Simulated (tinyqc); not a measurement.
Error of the time step: velocity overshoot from momentum and energy balance equations after a field step. Computed by tinyqc, a small Python program. Command: `OMP_NUM_THREADS=1 python tinyqc.py 3006420 3006421 out.jsonl overshoot walk`. One thread of a shared host (Intel(R) Xeon(R) Processor @ 2.30GHz), about 0.01 s of CPU time with the checks.

At t = 0 the field jumps from 0 to F in a uniform sample. v is the drift velocity and u = w - (3/2) k_B T the excess energy per carrier.

Inputs (values chosen for the exercise, modelled on electrons in GaN except for tau_E):
```
quantity                      value        unit
effective mass m                0.2         m_0
low-field mobility mu_0        1300  cm^2/(V s)
saturation velocity v_s           2    1e7 cm/s
energy relaxation time tau_E   0.21          ps
field after the step F           95       kV/cm
lattice temperature T           300           K
time step dt                    2.3          fs
```

Scheme: explicit Euler.

Constants: m_0 = 9.1093837015e-31 kg; e = 1.602176634e-19 C; k_B = 8.617333262e-05 eV/K.

Method:
- dv/dt = e F/m - v/tau_m(u), du/dt = e F v - u/tau_E, tau_m(u) = tau_0/(1 + c u), tau_0 = m mu_0/e, c = mu_0/(e tau_E v_s^2); this choice gives the steady state v (1 + mu_0 F v/v_s^2) = mu_0 F, which saturates at v_s. Steady velocity v = 2 mu_0 F/(1 + sqrt(1 + 4 (mu_0 F/v_s)^2)); u = e F v tau_E; carrier temperature T + 2u/(3 k_B), neglecting the drift energy m v^2/2.
- Step: v_new = v + dt (e F/m - v/tau_m(u)), u_new = u + dt (e F v - u/tau_E). Start v = u = 0; the distance adds dt (v + v_new)/2.
- The peak velocity is recomputed with dt/2 and dt/4 and by an adaptive Runge-Kutta method (tolerance 1e-9).

tau_0 = 147.826 fs

acceleration e F/m = 0.0835440 1e7 cm/s per fs

c = 15.4762 1/eV

steady velocity = 1.84460 1e7 cm/s

Peak velocity:
```
step      v_peak (1e7 cm/s)  error (%)
dt                   3.7261     1.9939
dt/2                 3.6892     0.9833
dt/4                 3.6711     0.4873
adaptive             3.6533     0.0000
```

The explicit scheme puts the peak 1.99 % too high; halving dt divides the error by 2.03, as a first-order method should.

Extremes, crossings and ranges named in words are read from the listed rows.
